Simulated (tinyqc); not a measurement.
Inside a calculation. Model: chemically amplified photoresist: aerial image, acid generation, bake, development and line width. Computed by tinyqc, a small Python program that keeps every step. Command: `OMP_NUM_THREADS=1 python tinyqc.py 3013652 3013653 out.jsonl resist walk`. One thread of a shared host (Intel(R) Xeon(R) Processor @ 2.30GHz), about 0.02 s of CPU time with the checks. Intermediate numbers are printed to about 5 digits and carried at full precision; extremes and crossings named in words are read from the listed rows.

Lines and spaces of pitch p with a two-beam-like image; x = 0 is the middle of the bright space. The resist is positive and treated as uniform in depth.

Inputs (values chosen for the exercise, for a model resist at 248 nm):

| quantity | value | unit |
|---|---|---|
| pitch p | 290 | nm |
| image contrast c | 0.72 | - |
| mean dose E | 4.35 | mJ/cm^2 |
| Dill parameter C | 0.047 | cm^2/mJ |
| quencher load q, relative to the acid generator | 0.078 | - |
| acid diffusivity D | 4.8 | nm^2/s |
| bake time t | 60 | s |
| amplification rate k_amp | 0.06 | 1/s |
| threshold protection m_th | 0.5 | - |
| development selectivity n | 12 | - |
| largest rate r_max | 1300 | nm/s |
| smallest rate r_min | 0.014 | nm/s |
| resist thickness d | 290 | nm |
| development time t_d | 30 | s |
| photon energy | 5 | eV |
| absorption coefficient alpha | 0.8 | 1/um |

## Acid image and its blur

Dose E(x) = E [1 + c cos(2 pi x/p)]; acid h = 1 - exp(-C E(x)). Bake: the acid image is blurred by a Gaussian of variance sigma^2 = 2 D t (each Fourier term k of h, taken on 64 points, is multiplied by exp(-4 pi^2 k^2 D t/p^2)). Cosine coefficients: h(x) = sum_k h_k cos(2 pi k x/p).

diffusion length sigma = sqrt(2 D t) = 24 nm

h_0 to h_4 before the bake: 0.18048  0.12031  -0.00442  0.00011  0.00000

h_0 to h_4 after the blur: 0.18048  0.10510  -0.00258  0.00003  0.00000

blur factor of the first harmonic = 0.87355

sigma/p = 0.083; the blur keeps 87 % of the modulation.

## From image to dissolution rate

The quencher then removes q, h_eff = max(h_blurred - q, 0); protection m = exp(-k_amp t h_eff). Mack rate r = r_max (a + 1)(1 - m)^n/(a + (1 - m)^n) + r_min, a = ((n + 1)/(n - 1))(1 - m_th)^n.

Across half a pitch:

| x/p | x (nm) | dose (mJ/cm^2) | blurred acid | protection m | rate (nm/s) |
|---|---|---|---|---|---|
| 0.00 | 0.0 | 7.4820 | 0.28304 | 0.4780 | 7.6268e+02 |
| 0.05 | 14.5 | 7.3287 | 0.27837 | 0.4861 | 7.0273e+02 |
| 0.10 | 29.0 | 6.8838 | 0.26470 | 0.5106 | 5.1418e+02 |
| 0.15 | 43.5 | 6.1909 | 0.24302 | 0.5521 | 2.3983e+02 |
| 0.20 | 58.0 | 5.3178 | 0.21502 | 0.6106 | 5.2533e+01 |
| 0.25 | 72.5 | 4.3500 | 0.18306 | 0.6851 | 4.2872e+00 |
| 0.30 | 87.0 | 3.3822 | 0.15012 | 0.7713 | 1.0604e-01 |
| 0.35 | 101.5 | 2.5091 | 0.11954 | 0.8611 | 1.4232e-02 |
| 0.40 | 116.0 | 1.8162 | 0.09467 | 0.9417 | 1.4000e-02 |
| 0.45 | 130.5 | 1.3713 | 0.07843 | 0.9985 | 1.4000e-02 |
| 0.50 | 145.0 | 1.2180 | 0.07278 | 1.0000 | 1.4000e-02 |

The dose varies by a factor 6.14 across the pattern and the rate by 54500.

## Space width and dose latitude

Edge: vertical development clears the film where r t_d >= d; the space width is twice the x where r = d/t_d. Dose sensitivity = d ln(width)/d ln E from widths at 1.005 E and E/1.005; image log-slope at the edge = |d ln E/dx|, normalised by the width (NILS); latitude for 10 % of width = 10 %/sensitivity.

space width = 136.89 nm

dose sensitivity = 1.1095

NILS = 2.0009

dose latitude = 9.0131 %

At the same width a resist without blur would give a sensitivity 2/NILS = 1.000; the blur multiplies it by 1.11. Caution: lateral development, standing waves and the joint diffusion of acid and quencher are left out, so widths are indicative.

## Photon statistics at the edge

The edge lies at x = width/2. Absorbed photons per volume N = E(edge) alpha/(photon energy), 1 mJ/cm^2 = 62.41509 eV/nm^2, alpha in 1/nm; a Gaussian blur averages over a volume V = (2 sqrt(pi) sigma)^3; relative noise 1/sqrt(N V); edge noise sigma_x = (dh/d ln E) noise/|dh/dx|, with both derivatives of the blurred acid at the edge.

absorbed photons N = 0.046184 1/nm^3

photons in the blur volume = 28441

edge noise from photons = 0.45029 nm

Caution: the noise counts photons alone (acid and quencher statistics add to it) and takes the film as thicker than the blur; a thinner film averages in two dimensions only.

## Blur against noise

For each sigma the edge is held at x = p/4; N is taken at the mean dose; edge noise = (dh/d ln E)/(sqrt(N V) |dh/dx|), both derivatives taken of the blurred acid, V = (2 sqrt(pi) sigma)^3, N = E alpha/(photon energy), 1 mJ/cm^2 = 62.41509 eV/nm^2.

Trade-off:

| sigma/p | sigma (nm) | blur factor | photons in V | edge noise (nm) |
|---|---|---|---|---|
| 0.02 | 5.8 | 0.99214 | 3.7757e+02 | 3.3197 |
| 0.04 | 11.6 | 0.96891 | 3.0206e+03 | 1.1963 |
| 0.07 | 20.3 | 0.90781 | 1.6188e+04 | 0.5457 |
| 0.10 | 29.0 | 0.82087 | 4.7196e+04 | 0.3494 |
| 0.14 | 40.6 | 0.67917 | 1.2951e+05 | 0.2518 |
| 0.18 | 52.2 | 0.52753 | 2.7525e+05 | 0.2208 |
| 0.22 | 63.8 | 0.38467 | 5.0255e+05 | 0.2235 |
| 0.27 | 78.3 | 0.23717 | 9.2896e+05 | 0.2664 |
| 0.33 | 95.7 | 0.11653 | 1.6961e+06 | 0.4012 |

The noise is least near sigma/p = 0.18 among these rows. More diffusion averages over more photons (noise falls as sigma^(-3/2)) until it erases the image slope (factor exp(-2 pi^2 sigma^2/p^2)); for a pure cosine the two balance at sigma/p = sqrt(3/8)/pi = 0.195. Caution: for a film thinner than the blur the noise falls as 1/sigma only, and the optimum moves to sigma/p = 1/(2 pi) = 0.159.

Checks made by the program: sensitivity 2/NILS in the limit of no diffusion (relative difference 1e-06).
